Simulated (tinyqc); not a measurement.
# Worked calculation: octagonal on-chip spiral inductor, lumped pi model

Numbers from tinyqc (`OMP_NUM_THREADS=1 python tinyqc.py 2302151 2302152 out.jsonl`; about 0.01 s on one thread of a shared Intel Xeon 2.30GHz). Printed values are rounded.

Outer diameter do = di + 2 n wd + 2 (n - 1) sp, mean da = (do + di)/2, fill p = (do - di)/(do + di), length l = 3.314 n da. L = 2.25 mu0 n^2 da/(1 + 3.55 p), mu0 = 4 pi 1e-7 H/m. Rs = rho l/(wd delta (1 - exp(-th/delta))), delta = sqrt(rho/(pi f mu0)). Cs = n wd^2 eps0 eo/hu across the coil. At each end Cox = l wd eps0 eo/(2 ho) leads to the substrate branch Rsi = 2 rs he/(l wd) in parallel with Csi = l wd eps0 11.7/(2 he). With one end grounded Y = 1/(Rs + i w L) + i w Cs + 1/[1/(i w Cox) + 1/(1/Rsi + i w Csi)], w = 2 pi f; Q = -Im Y/Re Y. Eddy currents in neighbouring turns and in the substrate are left out.

Inputs (values chosen for the exercise); values of the order met in silicon radio-frequency processes:
```
symbol  value     unit                                     meaning
n         2.5                                      number of turns
wd         15       um                                  line width
sp        1.5       um                         space between turns
di         60       um                              inner diameter
th          2       um                             metal thickness
rho         3  uohm cm                           metal resistivity
ho        9.9       um                        oxide below the coil
hu        0.9       um            oxide between coil and underpass
eo          3                   relative permittivity of the oxide
rs          1   ohm cm                       substrate resistivity
he         50       um  effective spreading depth in the substrate
f           3      GHz                                   frequency
```

Constants: eps0 = 8.8541878128e-12 F/m. Results are converted to the units shown.

## Geometry and model elements

do, l, L, delta, Rs, Cs, Cox, Rsi and Csi as defined.

do = 139.5 um
l = 826.4288 um
L = 0.7300104 nH
delta = 1.591549 um
Rs = 1.451684 ohm
Cs = 16.60160 fF
Cox = 16.63035 fF
Rsi = 80.66838 ohm
Csi = 12.84196 fF

Rs is 1.76 times the direct-current value in this empirical form, which overstates the skin effect of a flat slab when delta is near th and so stands in for some current crowding.

## Admittance, quality factor and apparent inductance

Series branch 1/(Rs + i w L), substrate branch, total Y, Q = -Im Y/Re Y, apparent inductance Im(1/Y)/w, metal-only value w L/Rs, share of the loss in the substrate Re(substrate branch)/Re Y.

series branch = 7.58237-71.87254i mS
substrate branch = 0.0079111+0.3131202i mS
Y = 7.59028-71.24649i mS
Q = 9.386541
apparent inductance = 0.7362648 nH
w L/Rs = 9.478901
share of the loss in the substrate = 0.1042268 %

Q is 99.0 % of the metal-only value.
